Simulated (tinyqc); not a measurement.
Pillar capacitor in an array: capacitance, non-linearity, leakage and relaxation: one step of the calculation.

A film between two metal electrodes, each interface adding a series capacitance ci. The small-signal permittivity is ek (1 + aq E^2); the field is found with the linear permittivity. Leakage J = J0 sinh(E/Ef). After a voltage step the film passes a relaxation current kr C V tt^(-nr), tt being the time in seconds. The sidewall is a coaxial capacitor with radii a = dm/2 and b = dm/2 + t, depth AR dm; the end face is left out.

Task. Cell capacitance, fields and time constant. Per length 1/c = ln(b/a)/(2 pi eps0 ek) + (1/a + 1/b)/(2 pi ci); cell capacitance c AR dm; per footprint over pt^2; fields c V/(2 pi eps0 ek r) at r = a and b; resistance of the inner electrode rho AR dm/(pi a^2); time constant R C/3 of the distributed line.

Parameters, values chosen for the exercise; permittivity of the order of that of silicon nitride: relative permittivity of the film ek = 6.91; film thickness t = 6.6 nm; capacitance of each electrode interface (dead layer and screening) ci = 1000 uF/cm^2; bias V = 1.7 V; diameter of the pillar dm = 46 nm; aspect ratio, depth over diameter AR = 20; pitch of the square array pt = 85 nm; resistivity of the inner electrode rho = 330 uohm cm.

Constants: eps0 = 8.8541878128e-14 F/cm where lengths are in cm. Results are converted to the units shown.

Find: a; b; cell capacitance; capacitance per footprint; field at a; field at b; R; R C/3.

Result.

a = 23.000 nm
b = 29.600 nm
cell capacitance = 1.3993 fF
capacitance per footprint = 19.367 uF/cm^2
field at a = 2.9243 MV/cm
field at b = 2.2723 MV/cm
R = 1.8268 kohm
R C/3 = 0.85207 ps

The array gives 20.9 times the planar capacitance per footprint; curvature makes the field at the inner electrode 1.14 times the planar value.

Numbers from tinyqc (`OMP_NUM_THREADS=1 python tinyqc.py 2102047 2102048 out.jsonl`; about 0.01 s on one thread of a shared Intel Xeon 2.30GHz).
